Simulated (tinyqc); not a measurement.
Inside a calculation. Model: minority carriers and saturation current of a heavily doped emitter.

tinyqc, about 0.01 s, one thread, Intel Xeon 2.30GHz (shared host): `OMP_NUM_THREADS=1 python tinyqc.py 2330137 2330138 out.jsonl` Printed values are rounded.

n-type, parabolic bands, full ionisation. eta = (EF - Ec)/kB T solves N = Nc F12(eta), F12(x) = (2/sqrt(pi)) int_0^infinity sqrt(u)/(1 + exp(u - x)) du. The gap shrinks rigidly by dEg = a3 y^(1/3) + a4 y^(1/4) + a2 y^(1/2), y = N/1e18 cm^-3, an empirical law that is here taken as the true narrowing.

Parameters, values chosen for the exercise; band and dielectric values close to those of silicon: temperature T = 300 K; band gap Eg = 1.13 eV; conduction-band density of states at 300 K Nc = 2.77e19 cm^-3; valence-band density of states at 300 K Nv = 2.66e19 cm^-3; ionised donor density N = 1.2e19 cm^-3; coefficient of (N/1e18)^(1/3) a3 = 17 meV; coefficient of (N/1e18)^(1/4) a4 = 2.2 meV; coefficient of (N/1e18)^(1/2) a2 = 3.4 meV; minority-hole mobility mup = 150 cm^2/(V s); Auger coefficient Cn = 2.5e-31 cm^6/s; defect lifetime ts = 0.11 us; emitter width W = 210 nm; recombination velocity at the contact S = 36000 cm/s.

Constants: q = 1.602176634e-19 C, kB = 1.380649e-23 J/K, Vt = kB T/q. Results are converted to the units shown.

Range of the model: Band tails, non-parabolic bands and incomplete ionisation are left out.

## Iteration 1: Fermi level

eta at the start (Boltzmann value) = -0.8365

Newton step on ln F12(eta) = ln(N/Nc): eta(new) = eta - ln(Nc F12/N) F12/Fm, Fm(x) = dF12/dx = (1/sqrt(pi)) int_0^infinity u^(-1/2)/(1 + exp(u - x)) du.

F12 = 0.379142
Fm = 0.334740
eta after iteration 1 = -0.685498

## Course of the iteration

Stop when eta changes by less than 1e-9.

Course of the iteration:

| iteration | eta | change |
|---|---|---|
| 1 | -0.685498 | 0.151 |
| 2 | -0.684279 | 1.22e-3 |
| 3 | -0.684279 | 8.38e-8 |
| 4 | -0.684279 | < 1e-13 |

Converged in 4 iterations.

## Effective intrinsic density

converged eta = -0.684279

ni = sqrt(Nc Nv) exp(-Eg/(2 Vt)), Eg in volts; degeneracy factor g = F12(eta) exp(-eta); nie^2 = ni^2 exp(dEg/kB T) g, p0 = nie^2/N; apparent narrowing dEg + kB T ln g.

ni = 8.75182e9 cm^-3
dEg = 54.7929 meV
g = 0.858776
apparent narrowing = 50.8570 meV
nie = 2.34034e10 cm^-3
p0 = 45.6432 cm^-3

Narrowing multiplies p0 by 8.33 and degeneracy by 0.859.

## Saturation current

1/tau = Cn N^2 + 1/ts, D = mup Vt, L = sqrt(D tau); J0 = (q p0 D/L)(s + tanh(W/L))/(1 + s tanh(W/L)), s = S L/D; the share recombining inside is 1 - 1/[cosh(W/L)(1 + tanh(W/L)/s)].

tau = 22.1774 ns
L = 2932.57 nm
s = 2.72248
J0 = 226.159 fA/cm^2
share recombining inside = 2.80793 %

The emitter is transparent: most holes reach the contact.
